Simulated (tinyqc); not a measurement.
What moves the results: band offset of a heterojunction with an interface dipole (two-band chains, self-consistent charge). A value that a table varies takes the place of the one given here.

Sites alternate A, C. Left: A at -G1/2, C at +G1/2, hopping -t1; right: A at D - G2/2, C at D + G2/2, hopping -t2; the bonds across the two interfaces of a ring (C left to A right, C right to A left) have -sqrt(t1 t2). D is the offset of the mid-gaps, so Ev(right) - Ev(left) = D - (G2 - G1)/2 and Ec(right) - Ec(left) = D + (G2 - G1)/2. The closing bond has its sign reversed (antiperiodic ring). Half the levels are filled with two electrons each. The charge moved is q = (electrons on the left) less one a site; the mean over the two interfaces, q/2, is taken as the charge that crosses each, and its dipole opposes the offset: D = D0 - u q/2.

From here on the ring has 24 cells a side.

Parameters, chosen for this exercise (gaps near those of Si and GaP; the chains and D0 are free models, so the offsets are not those of the real pair; the results hold for these values, not for the real material): G1 = 1.12 eV (gap on the left); G2 = 2.16 eV (gap on the right); t1 = 2.05 eV (hopping on the left); t2 = 2.36 eV (hopping on the right); u = 7.5 eV (potential step per electron moved across); D0 = -0.93 eV (mid-gap of the right side above that of the left, without dipole).

## Where the moved charge sits

D = -0.41412 eV

Electrons in cell k from an interface at the self-consistent D, less those at D = 0. Interface 1 joins C left to A right, interface 2 C right to A left. The decay lengths 1/(2 kappa a) are those of mid-gap states, cosh(kappa a) = 1 + G^2/(8 t^2).

Change of the electron count:

| k | left of 1 | right of 1 | left of 2 | right of 2 |
|---|---|---|---|---|
| 1 | -0.03385 | 0.04103 | -0.04150 | 0.04964 |
| 2 | -0.01377 | 0.01321 | -0.01683 | 0.01633 |
| 3 | -0.00679 | 0.00481 | -0.00821 | 0.00598 |
| 4 | -0.00351 | 0.00181 | -0.00422 | 0.00225 |
| 5 | -0.00186 | 0.00069 | -0.00222 | 0.00086 |
| 6 | -0.00100 | 0.00026 | -0.00119 | 0.00033 |

decay lengths (cells): left 1.836, right 1.102

Over six cells interface 1 moves -0.0608 electrons to the left side and +0.0618 to the right, interface 2 -0.0742 and +0.0754: each change is a dipole, and the two differ because the bonds join different sites. The first cells hold 61 % of it at interface 1. The tail is longer on the left, where the gap is smaller against the hopping: from k = 2 to 4 it falls by a factor 3.92, and pure mid-gap decay would give 2.97; the exponential carries a prefactor that falls as a power of the distance, so the first cells drop faster.

## Screening of the starting offset

chi = 0.327799 1/eV

D0 is varied; the self-consistent D is found by bisection. chi = dq/dD at D = 0; the linear rule is D = S D0 with S = 1/(1 + u chi/2). The gap of the junction closes (type III) at |D| = (G1 + G2)/2.

Against D0:

| 2 D0/(G1 + G2) | D0 (eV) | q at D0 | D (eV) | D/D0 | linear (eV) |
|---|---|---|---|---|---|
| -0.85 | -1.394 | -0.5408 | -0.6151 | 0.4413 | -0.6253 |
| -0.55 | -0.902 | -0.3154 | -0.4018 | 0.4455 | -0.4046 |
| -0.30 | -0.492 | -0.1643 | -0.2202 | 0.4477 | -0.2207 |
| -0.15 | -0.246 | -0.0810 | -0.1103 | 0.4484 | -0.1104 |
| 0.10 | 0.164 | 0.0539 | 0.0736 | 0.4485 | 0.0736 |
| 0.25 | 0.410 | 0.1362 | 0.1837 | 0.4479 | 0.1839 |
| 0.50 | 0.820 | 0.2835 | 0.3657 | 0.4460 | 0.3678 |
| 0.80 | 1.312 | 0.4974 | 0.5800 | 0.4421 | 0.5885 |
| 0.95 | 1.558 | 0.6433 | 0.6848 | 0.4395 | 0.6989 |

D/D0 lies between 0.440 and 0.448, against S = 0.449 from chi at D = 0; the linear rule misses by at most 14 meV. q is odd in D. About half of the starting offset survives.

## Wider gaps screen less

G2 is varied. chi = (q(+0.01) - q(-0.01))/0.02 at D = 0, S = 1/(1 + u chi/2).

Against G2:

| G2 (eV) | chi (1/eV) | S |
|---|---|---|
| 0.7 | 0.58770 | 0.3121 |
| 1.1 | 0.48161 | 0.3564 |
| 1.5 | 0.40948 | 0.3944 |
| 2.3 | 0.31420 | 0.4591 |
| 3.4 | 0.23349 | 0.5332 |
| 5.5 | 0.14572 | 0.6466 |
| 7.0 | 0.10817 | 0.7114 |
| 9.0 | 0.07503 | 0.7804 |

chi falls from 0.5877 to 0.0750 1/eV, a factor 7.8, and S rises from 0.312 to 0.780: charge crosses through the tails of states that tunnel into the other gap, and these shorten as the gap widens. u is kept fixed, though a wider gap also screens less and would raise it.

## What each parameter does

Self-consistent D by bisection, q there, and the two offsets. Each row changes one parameter from the base and keeps the others.

Results:

| case | D (eV) | q | valence offset (eV) | conduction offset (eV) |
|---|---|---|---|---|
| base | -0.4141 | -0.1376 | -0.9341 | 0.1059 |
| G1 = 1.288 eV | -0.4265 | -0.1343 | -0.8625 | 0.0095 |
| G2 = 2.484 eV | -0.4363 | -0.1317 | -1.1183 | 0.2457 |
| t1 = 2.357 eV | -0.4137 | -0.1377 | -0.9337 | 0.1063 |
| t2 = 2.714 eV | -0.4141 | -0.1376 | -0.9341 | 0.1059 |
| D0 = -1.069 eV | -0.4749 | -0.1584 | -0.9949 | 0.0451 |
| u = 8.625 eV | -0.3827 | -0.1269 | -0.9027 | 0.1373 |

The largest shifts from the base row, up to three for each result and ties (the steps differ in size, so this ranks the rows, not the parameters). D (eV): D0 -0.0608, u +0.0314, G2 -0.0222; unchanged at the printed digits by t2. q: D0 -0.0209, u +0.0107, G2 +0.0059; unchanged at the printed digits by t2. valence offset (eV): G2 -0.1842, G1 +0.0716, D0 -0.0608; unchanged at the printed digits by t2. conduction offset (eV): G2 +0.1398, G1 -0.0964, D0 -0.0608; unchanged at the printed digits by t2.

Program tinyqc; command `OMP_NUM_THREADS=1 python tinyqc.py 1481998 1481999 out.jsonl`; about 0.5 s on one thread of a shared Intel(R) Xeon(R) Processor @ 2.30GHz.
